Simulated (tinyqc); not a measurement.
Changing the growth temperature T_g: self-consistent Fermi level with native defects, at growth and after a quench. Computed by tinyqc, a small Python program. Command: `OMP_NUM_THREADS=1 python tinyqc.py 3015128 3015129 out.jsonl scfermi sweep`. One thread of a shared host (Intel(R) Xeon(R) Processor @ 2.30GHz), about 0.09 s of CPU time with the checks.

Energies are counted from the top of the valence band (VBM); when the gap shrinks with temperature the conduction band moves and the levels stay. The added dopant is taken as fully ionised. D and A draw on one reservoir with opposite signs, as the two vacancies of a compound do.

Inputs (values chosen for the exercise, with bands modelled on CdTe): gap E_g at 300 K = 1.53 eV; slope -dE_g/dT above 300 K = 0.00026 eV/K; electron mass m_e = 0.0988 m_0; valleys M_c = 1; hole mass m_h = 0.64 m_0; E_f of the neutral native donor D = 1.26 eV; E_f of the neutral native acceptor A = 1.236 eV; shift s of the chemical potential = -0.28 eV; site density N_s = 1.9e+22 cm^-3; dopant density N_X = 9.8e+18 cm^-3; temperature of use T = 400 K.

Added shallow dopant: acceptor.

levels of D above the VBM, most positive state first (eV): [0.664, 0.945, 1.09]

levels of A above the VBM, (0/-1) first (eV): [0.64, 0.787]

Constants: m_0 = 9.1093837015e-31 kg; k_B = 1.380649e-23 J/K; h = 6.62607015e-34 J s; k_B = 8.617333262e-05 eV/K.

Method:
- E_f(D, 0) = input + s and E_f(A, 0) = input - s; E_f(q, E_F = 0) follows from the levels, eps(q/q-1) = E_f(q - 1) - E_f(q) at E_F = 0.
- E_g(T) = E_g - slope x max(0, T - 300 K).
- N_c = 2 M_c (2 pi m_e k_B T/h^2)^(3/2) and N_v = 2 (2 pi m_h k_B T/h^2)^(3/2), masses in units of m_0.
- At growth T = T_g.
- n = N_c F_1/2((E_F - E_g)/k_B T), p = N_v F_1/2(-E_F/k_B T).
- F_1/2(eta) = (2/sqrt(pi)) int_0^infinity sqrt(x)/(1 + exp(x - eta)) dx, by the trapezoid rule in t = sqrt(x) with step 0.02 up to t = 12 (for eta < -12 by exp(eta) - exp(2 eta)/2^(3/2)).
- In equilibrium c_q = N_s exp(-(E_f(q, 0) + q E_F)/k_B T).
- Net charge = p - n + sum q c_q - N_X; the log ratio is ln(positive charge/negative charge).
- E_F is the root of the log ratio, by 50 bisections between -0.5 eV and E_g + 0.5 eV.
- After a quench the totals of D and A stay as grown, and each is shared among its charge states with weights exp(-(E_f(q, 0) + q E_F)/k_B T).

One run for each value; columns: (1) growth temperature T_g (K); (2) total D (cm^-3); (3) total A (cm^-3); (4) E_F at growth (eV); (5) E_F after the quench (eV); (6) n after the quench (cm^-3); (7) p after the quench (cm^-3):
```
(1)          (2)         (3)     (4)      (5)         (6)         (7)
700   4.7635e+18  5.0524e+12  0.7833  0.75784  4.7640e+08  5.5954e+09
800   5.0275e+18  1.9429e+14  0.8197  0.84726  6.3759e+09  4.1808e+08
900   5.4281e+18  3.6136e+15  0.8576  0.89573  2.6016e+10  1.0246e+08
1000  6.0703e+18  3.9963e+16  0.8972  0.92633  6.3204e+10  4.2175e+07
1200  9.9725e+18  1.3643e+18  0.9697  0.97611  2.6794e+11  9.9485e+06
1300  1.5544e+19  4.1249e+18  0.9902  0.99039  4.0547e+11  6.5742e+06
1400  2.5175e+19  9.2372e+18  1.0015  0.99654  4.8460e+11  5.5007e+06
```

Give the missing row, growth temperature T_g (K) = 1100.

Computed row; columns: (1) growth temperature T_g (K); (2) total D (cm^-3); (3) total A (cm^-3); (4) E_F at growth (eV); (5) E_F after the quench (eV); (6) n after the quench (cm^-3); (7) p after the quench (cm^-3):
```
(1)          (2)         (3)     (4)      (5)         (6)         (7)
1100  7.2761e+18  2.9080e+17  0.9368  0.95312  1.3752e+11  1.9383e+07
```

Interpolating between the two neighbouring rows (linearly) misses most in total A (cm^-3), by 140 %. Over the rows, total D (cm^-3) rises from 4.76e18 to 2.52e19 (exponent d ln y / d ln x 0.40 between the first rows and 6.5 between the last); total A (cm^-3) rises from 5.05e12 to 9.24e18 (exponent d ln y / d ln x 27 between the first rows and 11 between the last); E_F at growth (eV) rises from 0.783 to 1.00 (exponent d ln y / d ln x 0.34 between the first rows and 0.15 between the last). Lines through ln c against 1/(k_B T_g) give apparent energies of 0.18 eV for D and 1.77 eV for A; they include the movement of E_F with T_g.

Caution (rows 1400): above about 2e19 cm^-3 defects interact, pair and form bands, which the dilute model leaves out.
